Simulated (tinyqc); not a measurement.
Inside a calculation. Model: a chain with two barriers and dephasing by Buettiker voltage probes.

tinyqc, about 0.01 s, one thread, Intel Xeon 2.30GHz (shared host): `OMP_NUM_THREADS=1 python tinyqc.py 2700113 2700114 out.jsonl` Printed values are rounded.

Sites 1 to 5 form a chain with hopping -t. Lead L joins site 1 and lead R site 5, both semi-infinite chains with hopping -t and site energy 0. Every site carries a probe with self-energy -i Gamma_p/2 that draws no net current. Linear response at zero temperature: mu_L = 1, mu_R = 0 in units of the bias.

Values chosen for this exercise:
- t = 1 eV (hopping (matrix element -t))
- U = [3.8, 0, 0, 0, 1.7] eV (site energies 1 to N)
- E = -1.04 eV (Fermi energy)
- gp = 0.89 eV (probe broadening Gamma_p)

Constants: q = 1.602176634e-19 C, h = 6.62607015e-34 J s. Results are converted to the units shown.

## Green function

Sigma = t^2 g(E), g(x) = (x - i sqrt(4 t^2 - x^2))/(2 t^2) for |x| < 2 t and (x - sign(x) sqrt(x^2 - 4 t^2))/(2 t^2) otherwise; Gamma = -2 Im Sigma; G = (E - H - Sigma_L - Sigma_R + i Gamma_p/2)^(-1).

Sigma = -0.5200000-0.8541663i eV
Gamma = 1.708333 eV

G (1/eV):
```
                       1                      2                     3                      4
1  -0.2077224-0.0967530i  -0.0230592-0.1481069i  0.1178333-0.0470168i   0.1246834+0.0467735i
2  -0.0230592-0.1481069i  -0.2920311-0.6098639i  0.4479574-0.3561978i   0.5993988+0.0400772i
3   0.1178333-0.0470168i   0.4479574-0.3561978i  0.1895343-0.5227699i   0.5165257-0.2718257i
4   0.1246834+0.0467735i   0.5993988+0.0400772i  0.5165257-0.2718257i  -0.1831745-0.5526299i
5   0.0326516+0.0401772i   0.1932517+0.1311456i  0.2266900+0.0102173i   0.0470526-0.2213967i

                       5
1   0.0326516+0.0401772i
2   0.1932517+0.1311456i
3   0.2266900+0.0102173i
4   0.0470526-0.2213967i
5  -0.2762769-0.2614083i
```

## Transmissions between terminals

With Gamma the broadening by one lead, T_RL = Gamma^2 |G_(5,1)|^2, T_pL = Gamma Gamma_p |G_(p,1)|^2, T_pR = Gamma Gamma_p |G_(p,5)|^2, T_pq = Gamma_p^2 |G_(p,q)|^2 for p != q.

T_RL = 0.007822283

```
probe        T_pL       T_pR
1      0.07983667  0.0040752
2      0.03415975  0.0829317
3      0.02447152  0.0782904
4      0.02696261  0.0778916
5      0.00407522  0.2199482
```

T_pq:
```
           1          2          3          4          5
1  0.0000000  0.0177964  0.0127491  0.0140469  0.0021231
2  0.0177964  0.0000000  0.2594465  0.2858571  0.0432054
3  0.0127491  0.2594465  0.0000000  0.2698590  0.0407874
4  0.0140469  0.2858571  0.2698590  0.0000000  0.0405796
5  0.0021231  0.0432054  0.0407874  0.0405796  0.0000000
```

## Probe potentials and effective transmission

No current into probe p: W mu = T_pL with W_pp = T_pL + T_pR + sum_q T_pq and W_pq = -T_pq. Then T_eff = T_RL + sum_p T_pR mu_p, and the resistance is (h/2q^2)/T_eff.

W:
```
            1           2           3           4           5
1   0.1306273  -0.0177964  -0.0127491  -0.0140469  -0.0021231
2  -0.0177964   0.7233969  -0.2594465  -0.2858571  -0.0432054
3  -0.0127491  -0.2594465   0.6856039  -0.2698590  -0.0407874
4  -0.0140469  -0.2858571  -0.2698590   0.7151968  -0.0405796
5  -0.0021231  -0.0432054  -0.0407874  -0.0405796   0.3507190
```

mu_p, probe 1 to 5: [0.7033579, 0.2687245, 0.2607209, 0.2635256, 0.1097938]
T_eff = 0.09806173
resistance = 131.6151 kohm

Without probes the transmission is 0.03128. With them, 7.98 % of the current crosses without entering a probe.

## Current at both leads

In units of (2 q^2/h) times the bias, T_RL + sum_p T_pL (1 - mu_p) leaves L and T_RL + sum_p T_pR mu_p enters R.

current leaving L = 0.09806173
current entering R = 0.09806173

The two are equal: the probes conserve the current.
